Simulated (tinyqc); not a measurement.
# From one set of inputs to another, one input at a time

Model: equilibrium crystal shape, supported particles, Gibbs-Thomson effect and coarsening. Computed by tinyqc, a small Python program. Command: `OMP_NUM_THREADS=1 python tinyqc.py 3007460 3007461 out.jsonl wulff ladder`. One thread of a shared host (Intel(R) Xeon(R) Processor @ 2.30GHz), about 0.1 s of CPU time with the checks.

A cubic crystal bounded by {100}, {110} and {111} facets only.

The inputs printed are set A. Inputs not listed in the table keep their values of set A, so the rows need not describe a real material.

Inputs (values chosen for the exercise, for a model cubic crystal): atomic volume Omega = 20.02 angstrom^3; atoms in the particle N = 2800; work of adhesion W_a = 0.98 J/m^2; temperature T = 1025 K; precipitate interface energy gamma_i = 0.38 J/m^2; solubility x_inf at a flat interface = 0.0002; diffusivity D = 4.8e-17 m^2/s; mean radius at the start r0 = 2.7 nm; time t = 140 s.

Surface energies: given.

surface energies gamma(100), gamma(110), gamma(111) (J/m^2): [1.55, 1.5, 1.25]

Constants: e = 1.602176634e-19 C; k_B = 8.617333262e-05 eV/K; k_B = 1.380649e-23 J/K.

Method:
- The energies and Omega are given.
- Wulff construction: the facet planes lie at distances lambda gamma from the centre, and the shape is the region inside all of them; V = (1/3) sum of area x distance. gamma_mean = sum A gamma / sum A; shape factor eta = A/V^(2/3) (4.836 for a sphere). lambda follows from V = N Omega.
- For the Wulff shape mu - mu(bulk) = 2 Omega gamma/h, with gamma and h = lambda gamma the energy and distance of any one facet plane, here (111); the vapour pressure rises by exp[(mu - mu(bulk))/(k_B T)].
- Winterbottom: the particle sits on its largest facet family, {111}, with energy gamma_f; the substrate plane cuts the shape at the distance lambda (gamma_f - W_a) below the centre. Height over that of the free particle at the same lambda = (2 gamma_f - W_a)/(2 gamma_f). An isotropic particle with gamma_mean has cos(theta) = W_a/gamma_mean - 1 (Young-Dupre); a film dewets into particles whenever W_a < 2 gamma.
- Spherical precipitates of nearly pure solute with atomic volume Omega: x(r) = x_inf exp(l/r), l = 2 gamma_i Omega/(k_B T). Diffusion-limited coarsening at small volume fraction (Lifshitz-Slyozov-Wagner): r^3 = r0^3 + K t, K = (4/9) D x_inf l; the number density falls as (r0/r)^3. The steady size distribution is assumed from the start, and D and x_inf are inputs that do not follow T.

Each row keeps all changes above it:
```
input moved                                      from      to  mu - mu(bulk) (meV)  number density over its start  relative height
set A                                               -       -               151.86                        0.96840            0.608
diffusivity D (m^2/s)                         4.8e-17   3e-18               151.86                        0.99796            0.608
atoms in the particle N                          2800     580               256.66                        0.99796            0.608
solubility x_inf at a flat interface           0.0002  0.0059               256.66                        0.94326            0.608
atomic volume Omega (angstrom^3)                20.02   22.64               278.60                        0.93630            0.608
mean radius at the start r0 (nm)                  2.7     7.1               278.60                        0.99627            0.608
precipitate interface energy gamma_i (J/m^2)     0.38    0.56               278.60                        0.99452            0.608
time t (s)                                        140     120               278.60                        0.99530            0.608
```

Which inputs carry the difference?

mu - mu(bulk) goes from 152 to 279, a factor 1.83 in all. The largest single move comes from atoms in the particle N (a factor 1.69). Number density over its start goes from 0.968 to 0.995, a factor 1.028 in all. The largest single move comes from mean radius at the start r0 (a factor 1.06), and solubility x_inf at a flat interface works against it (a factor 0.945). The single moves hold for this order of the switches; the total does not depend on the order.

Caution (all rows): below a few thousand atoms edges and corners add to the energy and facets hold few atoms. Caution (rows set A, diffusivity D, atoms in the particle N, solubility x_inf at a flat interface, atomic volume Omega, precipitate interface energy gamma_i, time t): l is not small against r0, so the linearised Gibbs-Thomson law behind the coarsening rate is rough.

Extremes, crossings and ranges named in words are read from the listed rows.
